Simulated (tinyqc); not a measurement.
Narrowing from the saturation current.

Problem. A uniform n-type emitter has J0 = (q p0 D/L)(s + tanh(W/L))/(1 + s tanh(W/L)), D = mup Vt, s = S L/D, and p0 = (ni^2/N) exp(dE_app/kB T), where dE_app = dEg + kB T ln[(N/Nc) exp(-eta)]. Find p0, dE_app and dEg.

Parameters, values chosen for the exercise; band and dielectric values close to those of silicon:
- T = 250 K (temperature)
- Nc = 2.13e19 cm^-3 (conduction-band density of states at 250 K)
- N = 1.6e20 cm^-3 (ionised donor density)
- mup = 110 cm^2/(V s) (minority-hole mobility)
- W = 190 nm (emitter width)
- S = 15000 cm/s (recombination velocity at the contact)

Constants: q = 1.602176634e-19 C, kB = 1.380649e-23 J/K, Vt = kB T/q. Results are converted to the units shown.

J0 = 0.016662398 fA/cm^2
L = 233.14434 nm
ni = 1.3378186e8 cm^-3
converged eta = 4.4439884

Solution. J0 gives p0, its ratio to ni^2/N gives dE_app, and the degeneracy term is taken off.

p0 = 0.001372 cm^-3
dE_app = 54.00 meV
dEg = 106.3 meV

Program tinyqc, `OMP_NUM_THREADS=1 python tinyqc.py 2330078 2330079 out.jsonl`; Intel Xeon 2.30GHz, shared host, one thread, about 0.01 s.
